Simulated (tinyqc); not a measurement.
# Worked calculation: pillar capacitor in an array: capacitance, non-linearity, leakage and relaxation

Numbers from tinyqc (`OMP_NUM_THREADS=1 python tinyqc.py 2102022 2102023 out.jsonl`; about 0.01 s on one thread of a shared Intel Xeon 2.30GHz). Printed values are rounded.

A film between two metal electrodes, each interface adding a series capacitance ci. The small-signal permittivity is ek (1 + aq E^2); the field is found with the linear permittivity. Leakage J = J0 sinh(E/Ef). After a voltage step the film passes a relaxation current kr C V tt^(-nr), tt being the time in seconds. The sidewall is a coaxial capacitor with radii a = dm/2 and b = dm/2 + t, depth AR dm; the end face is left out.

Parameters, values chosen for the exercise; permittivity of the order of that of titanium dioxide:
- ek = 80.2 (relative permittivity of the film)
- t = 13 nm (film thickness)
- ci = 1000 uF/cm^2 (capacitance of each electrode interface (dead layer and screening))
- aq = 0.028 cm^2/MV^2 (quadratic field coefficient of the permittivity)
- V = 1.6 V (bias)
- J0 = 4.7e-11 A/cm^2 (leakage prefactor)
- Ef = 0.43 MV/cm (field for an e-fold rise of the leakage)
- dm = 100 nm (diameter of the pillar)
- AR = 30 (aspect ratio, depth over diameter)
- pt = 240 nm (pitch of the square array)
- rho = 920 uohm cm (resistivity of the inner electrode)

Constants: eps0 = 8.8541878128e-14 F/cm where lengths are in cm. Results are converted to the units shown.

## Planar capacitance, field and non-linearity

Planar film: Cf = eps0 ek/t, 1/C = 1/Cf + 2/ci, EOT = 3.9 eps0/C, effective permittivity C t/eps0, E = (V/t) C/Cf; quadratic coefficient [C(V)/C - 1]/V^2 with Cf (1 + aq E^2) in C(V).

Cf = 5.462353 uF/cm^2
C = 5.403323 uF/cm^2
EOT = 0.6390758 nm
effective permittivity = 79.33331
E = 1.217469 MV/cm
quadratic coefficient = 16029.51 ppm/V^2
J = 3.973604e-10 A/cm^2

The interfaces take 1.08 % of the voltage.

## Cell capacitance, fields and time constant

Per length 1/c = ln(b/a)/(2 pi eps0 ek) + (1/a + 1/b)/(2 pi ci); cell capacitance c AR dm; per footprint over pt^2; fields c V/(2 pi eps0 ek r) at r = a and b; resistance of the inner electrode rho AR dm/(pi a^2); time constant R C/3 of the distributed line.

a = 50 nm
b = 63 nm
cell capacitance = 57.28508 fF
capacitance per footprint = 99.45327 uF/cm^2
field at a = 1.369517 MV/cm
field at b = 1.086918 MV/cm
R = 3.514141 kohm
R C/3 = 67.10262 ps

The array gives 18.4 times the planar capacitance per footprint; curvature makes the field at the inner electrode 1.12 times the planar value.
